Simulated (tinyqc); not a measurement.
## Trap density and cross-section from the conductance peak

Question. For a continuum of interface traps on an n-type substrate Gp/w peaks at 2 pi f tau = 1.9803 with the height 0.40237 q Dit, and tau = 1/(sn vth Nd exp(psi/Vt)) with psi = ps. Find Dit, tau and sn.

Parameters, values chosen for the exercise: temperature T = 300 K; donor density Nd = 3.4e15 cm^-3; band bending psi ps = -0.264 V; thermal velocity vth = 1.9e7 cm/s.

Constants: q = 1.602176634e-19 C, kB = 1.380649e-23 J/K, Vt = kB T/q. Results are converted to the units shown.

peak Gp/w = 1.4182692 nF/cm^2
frequency of the peak = 747.78859 Hz

Answer. The height gives Dit, the position tau, and tau with the surface density gives sn.

Dit = 2.20e10 cm^-2 eV^-1
tau = 4.21e-4 s
sn = 1.00e-15 cm^2

tinyqc, about 0.01 s, one thread, Intel Xeon 2.30GHz (shared host): `OMP_NUM_THREADS=1 python tinyqc.py 2030001 2030002 out.jsonl`
